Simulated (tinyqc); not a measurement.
Defect equilibria of an oxide against oxygen pressure (mass action): one step, computed by the program tinyqc. Command: `OMP_NUM_THREADS=1 python tinyqc.py 3015610 3015611 out.jsonl brouwer walk`. One thread of a shared host (Intel(R) Xeon(R) Processor @ 2.30GHz), about 0.01 s of CPU time with the checks.

Defects: oxygen vacancies V (charge +2), electrons n, holes p, the ionic partner X = O_i'' (charge -2). Activities are taken equal to concentrations.

Task: Solution at the given pressure. Neutrality: 2 [V] + p = n + 2 [X]. With n as the unknown, [V] = K_r/(n^2 P^(1/2)), p = K_i/n, [X] = K_s/[V]; the log ratio is ln(positive/negative). The root is found by 60 bisections in ln n between n = 1e-10 and 1e25 cm^-3.

Inputs (values chosen for the exercise, for a model oxide): temperature T = 1300 K; oxygen pressure P = 4e-14 atm.

Ionic disorder: anion Frenkel. Dopant (singly charged, fully ionised): none.

K_r = 1.573128e+50 cm^-9 atm^(1/2)

K_i = 1.182185e+29 cm^-6

K_s = 5.043582e+30 cm^-6

Give: n; [V]; p; [X].

Result:

n = 1.163e+19 cm^-3

[V] = 5.815e+18 cm^-3

p = 1.016e+10 cm^-3

[X] = 8.673e+11 cm^-3
